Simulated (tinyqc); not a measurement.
# Threshold of a short bulk MOSFET: charge sharing, barrier lowering, narrow width: threshold roll-off against channel length

n-channel device on a p-type body, depletion approximation, full ionisation. Uniform doping N = Na. Vbi from Boltzmann statistics is rough for the degenerate source. Cox = eps0 eox/tox.

ni = sqrt(Nc Nv) exp(-Eg/(2 Vt)), Eg in volts; 2 pB = 2 Vt ln(N/ni); flat band Vfb - Vt ln(N/Na); Wd = sqrt(2 eps0 eps_r (2 pB - Vbs)/(q N)); body term q N Wd/Cox; long-channel VT0 = flat band + 2 pB + body term; Vbi = Vt ln(N Nsd/ni^2); scale length l = sqrt((eps_r/eox) tox Wd). Charge sharing (trapezoid; it ignores Vds): F = (xj/L)(sqrt(1 + 2 Wd/xj) - 1), lowering = body term times F. Barrier lowering: th = exp(-L/(2 l)) + 2 exp(-L/l), lowering = th [2 (Vbi - 2 pB) + Vds], DIBL = th. Narrow width: rise = body term times xw Wd/W. VT by each model = VT0 - lowering + rise. DIBL under 0.001 mV/V is printed as 0.

Inputs (values chosen for the exercise); band and dielectric values close to those of silicon: temperature T = 300 K; band gap Eg = 1.11 eV; relative permittivity eps_r = 11.7; conduction-band density of states at T Nc = 2.84e19 cm^-3; valence-band density of states at T Nv = 2.69e19 cm^-3; relative permittivity of the gate insulator (close to aluminium oxide) eox = 8.82; insulator thickness tox = 19 nm; channel doping Na = 1.6e17 cm^-3; source and drain doping Nsd = 1e20 cm^-3; flat-band voltage for the doping Na Vfb = -0.94 V; junction depth xj = 48 nm; body-source voltage Vbs = -1 V; drain-source voltage Vds = 0.5 V; gate width W = 490 nm; shape factor of the fringing depletion at the width edges xw = 1.5708.

Constants: q = 1.602176634e-19 C, kB = 1.380649e-23 J/K, Vt = kB T/q, eps0 = 8.8541878128e-14 F/cm where lengths are in cm. Results are converted to the units shown.

The same in every row: N (cm^-3) = 1.600e17; VT0 (V) = 0.6650.

Threshold roll-off against channel length:
```
L (nm)    L/l        F  DIBL (mV/V)  VT, charge sharing (V)  VT, barrier lowering (V)
180     3.245   0.3912        275.3                  0.6650                    0.7336
250     4.507   0.2817        127.1                  0.7484                    0.8570
370     6.671   0.1903        38.14                  0.8180                    0.9311
530     9.555   0.1329        8.558                  0.8617                    0.9557
770     13.88  0.09145       0.9692                  0.8933                    0.9621
1100    19.83  0.06402      0.04940                  0.9141                    0.9628
1600    28.85  0.04401            0                  0.9294                    0.9629
2300    41.47  0.03062            0                  0.9396                    0.9629
3300    59.49  0.02134            0                  0.9466                    0.9629
```

VT by barrier lowering rises from 0.734 to 0.963 V and VT by charge sharing rises from 0.665 to 0.947 V. DIBL is under 100 mV/V from L = 370 nm on among the rows (th = 0.1 at L/l = 4.92). For L = 180 DIBL exceeds 250 mV/V, where the barrier formula is rough.

tinyqc, about 0.01 s, one thread, Intel Xeon 2.30GHz (shared host): `OMP_NUM_THREADS=1 python tinyqc.py 2002128 2002129 out.jsonl`
